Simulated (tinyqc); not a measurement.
Inside a calculation. Method: tight binding, dimerised chain. One step of it, computed by the program tinyqc.

Question. Open chain of 4 cells. The same hoppings without the wrap-around bond.

H of the open chain (eV), lower triangle:
```
,1,2,3,4,5,6,7,8
1,0.950000
2,-1.870000,-0.950000
3,0.000000,-0.340000,0.950000
4,0.000000,0.000000,-1.870000,-0.950000
5,0.000000,0.000000,0.000000,-0.340000,0.950000
6,0.000000,0.000000,0.000000,0.000000,-1.870000,-0.950000
7,0.000000,0.000000,0.000000,0.000000,0.000000,-0.340000,0.950000
8,0.000000,0.000000,0.000000,0.000000,0.000000,0.000000,-1.870000,-0.950000
```

Give: levels; weights of the highest filled level on the sites.

Answer.

levels (eV): -2.3514  -2.2063  -2.0196  -1.8624  1.8624  2.0196  2.2063  2.3514

weights of the highest filled level on the sites: 0.0418  0.0945  0.0895  0.2559  0.0830  0.2760  0.0306  0.1287

The bulk gap runs from -1.8009 to 1.8009 eV; no level of this chain lies inside it.
